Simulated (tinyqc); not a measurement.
Capacitance of parallel on-chip lines from Laplace's equation on a mesh: one step of the calculation.

Cross-section of an endless row of equal lines between two grounded planes; neighbours are driven in antiphase (+1 V and -1 V), so the plane midway between two lines is at 0 V. By symmetry one quarter is solved: x runs from the centre of a line (column 0, mirror) to that midplane (column 3, 0 V), y from the mid-height of the line (row 0, mirror) to the ground plane (row 4, 0 V). The line fills columns 0 to 1 and rows 0 to 2 at 1 V. Cells beside the line (below row 2) have e2, cells above have e1. Each link between nodes has the conductance g = mean permittivity of the two cells beside it (a cell beyond a mirror counts as 0), and the free nodes obey sum g (V_neighbour - V) = 0.

Task. Relaxation sweep. One sweep visits the free nodes row by row from row 0, left to right, and replaces V by V + om (weighted mean of the neighbours - V), using new values at once.

Parameters, values chosen for the exercise:
```
symbol  value  unit                 meaning
om        1.4        over-relaxation factor
```

V at the start (V):

|  | col 0 | col 1 | col 2 | col 3 |
|---|---|---|---|---|
| row 0 | 1 | 1 | 0 | 0 |
| row 1 | 1 | 1 | 0 | 0 |
| row 2 | 1 | 1 | 0 | 0 |
| row 3 | 0 | 0 | 0 | 0 |
| row 4 | 0 | 0 | 0 | 0 |

gx:

|  | col 0 | col 1 | col 2 |
|---|---|---|---|
| row 0 | 1.95 | 1.95 | 1.95 |
| row 1 | 3.9 | 3.9 | 3.9 |
| row 2 | 3.9 | 3.9 | 3.9 |
| row 3 | 3.9 | 3.9 | 3.9 |
| row 4 | 1.95 | 1.95 | 1.95 |

gy:

|  | col 0 | col 1 | col 2 | col 3 |
|---|---|---|---|---|
| row 0 | 1.95 | 3.9 | 3.9 | 1.95 |
| row 1 | 1.95 | 3.9 | 3.9 | 1.95 |
| row 2 | 1.95 | 3.9 | 3.9 | 1.95 |
| row 3 | 1.95 | 3.9 | 3.9 | 1.95 |

Give: V after sweep 1.

Result.

V after sweep 1 (V):

|  | col 0 | col 1 | col 2 | col 3 |
|---|---|---|---|---|
| row 0 | 1.000 | 1.000 | 0.350 | 0.000 |
| row 1 | 1.000 | 1.000 | 0.472 | 0.000 |
| row 2 | 1.000 | 1.000 | 0.515 | 0.000 |
| row 3 | 0.350 | 0.472 | 0.346 | 0.000 |
| row 4 | 0.000 | 0.000 | 0.000 | 0.000 |

tinyqc, about 0.9 s, one thread, Intel Xeon 2.30GHz (shared host): `OMP_NUM_THREADS=1 python tinyqc.py 2790207 2790208 out.jsonl`
